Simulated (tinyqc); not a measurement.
Microkinetic model of low-temperature epitaxy from hydride gases: adsorption, hydrogen desorption and rate control: one step, computed by the program tinyqc.

Each hydride molecule needs two free sites and leaves four hydrogen atoms, of which two leave at once as H2; theta is the hydrogen coverage, the site density is 6.78 per nm^2 and one layer is 1.358 angstrom thick.

Task: Coverage and growth rate. With k the hydride and k_H the hydrogen adsorption rate on free pairs and k_d the desorption rate, steady state: 2 (k + k_H)(1 - theta)^2 = k_d theta^2; growth rate R = k (1 - theta)^2 layers/s; 1 layer/s = 8.148 nm/min. With c = 2 (k + k_H)/k_d the free share is 1 - theta = 1/(1 + sqrt(c)).

Inputs (values chosen for the exercise, close to those used for silane, with second-order desorption as on Si(111) but the site density of Si(001)): temperature T = 460 C.

Film: silicon. Order of hydrogen desorption: second.

k = 23.85963 1/s

k_H = 0 1/s

k_d = 0.001210902 1/s

Give: c; hydrogen coverage theta; growth rate R in layers; growth rate G.

Result:

c = 39408

hydrogen coverage theta = 0.9950

growth rate R in layers = 5.994e-04 layers/s

growth rate G = 0.004884 nm/min

Hydrogen covers most sites: its desorption limits growth.
